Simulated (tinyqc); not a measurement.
## Reverse leakage of an n+-p junction: diffusion, generation, trap-assisted and band-to-band tunnelling: leakage components against the reverse bias

One-sided abrupt junction in the depletion approximation, x from the junction (0) to W on the p side, field F = F0 (1 - x/W). Flat quasi-Fermi levels, long p side. Traps generate through SRH with both lifetimes shortened by 1 + Gamma (Hurkx enhancement, form for moderate fields); band-to-band generation is local and needs a total bending above Eg.

ni = sqrt(Nc Nv) exp(-Eg/(2 Vt)), Eg in volts; Vbi = Vt ln(Na Nd/ni^2); W = sqrt(2 eps0 eps_r (Vbi + VR)/(q Na)); F0 = 2 (Vbi + VR)/W; FG = sqrt(24 mt m0 (kB T)^3)/(q hbar); J_diff = q ni^2 sqrt(Dn/tau)(1 - exp(-VR/Vt))/Na. u = (Vbi + VR)(1 - x/W)^2, p = Na exp(-u/Vt), n = Nd exp((u - Vbi - VR)/Vt); G0 = ni^2 (1 - exp(-VR/Vt))/(tau (n + p + 2 ni cosh(Et/Vt))); Gamma = 2 sqrt(3 pi)(F/FG) exp((F/FG)^2); trap-assisted part G0 Gamma; G_bb = Ab F^2.5 exp(-Bb/F) with F in V/cm, zero unless Vbi + VR > Eg, and counted as zero under 1 cm^-3 s^-1. Currents are q times the integrals over 0 to W; J_bb under 1e-8 of J is printed as 0; rows with F0/FG above 2.2, beyond the range of this Gamma, are left out.

Parameters, values chosen for the exercise; band and dielectric values close to those of silicon:
```
symbol,value,unit,meaning
T,250,K,temperature
Eg,1.12,eV,band gap
eps_r,11.8,,relative permittivity
Nc,2.13e19,cm^-3,conduction-band density of states at T
Nv,2.03e19,cm^-3,valence-band density of states at T
Na,2.4e16,cm^-3,acceptor density of the lighter side
Nd,1e19,cm^-3,donor density of the heavier side
tau,2e-7,s,SRH lifetime of both carriers at zero field
Et,0,eV,trap level above the intrinsic level
mt,0.27,m0,tunnelling mass
Dn,4,cm^2/s,electron diffusion coefficient on the lighter side
Ab,7.3e14,cm^-0.5 V^-2.5 s^-1,band-to-band prefactor
Bb,1.93e7,V/cm,band-to-band field constant
```

Constants: q = 1.602176634e-19 C, kB = 1.380649e-23 J/K, hbar = 1.054571817e-34 J s, m0 = 9.1093837015e-31 kg, Vt = kB T/q, eps0 = 8.8541878128e-14 F/cm where lengths are in cm. Results are converted to the units shown.

The same in every row: J_bb (A/cm^2) = 0.

Leakage components against the reverse bias:

| VR (V) | F0 (kV/cm) | F0/FG | J_diff (A/cm^2) | J_SRH (A/cm^2) | J_TAT (A/cm^2) | J (A/cm^2) | largest part |
|---|---|---|---|---|---|---|---|
| 0.2 | 92.3 | 0.317 | 3.41e-16 | 1.61e-10 | 2.17e-10 | 3.78e-10 | trap-assisted tunnelling |
| 0.5 | 104 | 0.355 | 3.41e-16 | 3.32e-10 | 5.06e-10 | 8.38e-10 | trap-assisted tunnelling |
| 0.8 | 114 | 0.390 | 3.41e-16 | 4.76e-10 | 8.03e-10 | 1.28e-9 | trap-assisted tunnelling |
| 1.1 | 123 | 0.422 | 3.41e-16 | 6.04e-10 | 1.11e-9 | 1.71e-9 | trap-assisted tunnelling |
| 1.4 | 132 | 0.452 | 3.41e-16 | 7.20e-10 | 1.42e-9 | 2.14e-9 | trap-assisted tunnelling |
| 1.7 | 140 | 0.480 | 3.41e-16 | 8.26e-10 | 1.74e-9 | 2.57e-9 | trap-assisted tunnelling |
| 2 | 148 | 0.506 | 3.41e-16 | 9.25e-10 | 2.07e-9 | 3.00e-9 | trap-assisted tunnelling |
| 2.3 | 155 | 0.531 | 3.41e-16 | 1.02e-9 | 2.41e-9 | 3.43e-9 | trap-assisted tunnelling |
| 2.6 | 162 | 0.555 | 3.41e-16 | 1.11e-9 | 2.76e-9 | 3.86e-9 | trap-assisted tunnelling |

Read the table: what changes, and by how much?

J rises from 3.78e-10 to 3.86e-9 A/cm^2. Trap-assisted tunnelling leads at VR = 0.2 and in all other rows. The ratio J_TAT/J_SRH goes from 1.34 to 2.49 as F0/FG goes from 0.317 to 0.555.

Range of the model: The n+ side is degenerate, so Vbi from Boltzmann statistics is only a guide.

Computed by the program tinyqc: `OMP_NUM_THREADS=1 python tinyqc.py 2290154 2290155 out.jsonl`, one thread of a shared Intel Xeon 2.30GHz, about 0.01 s for the whole run.
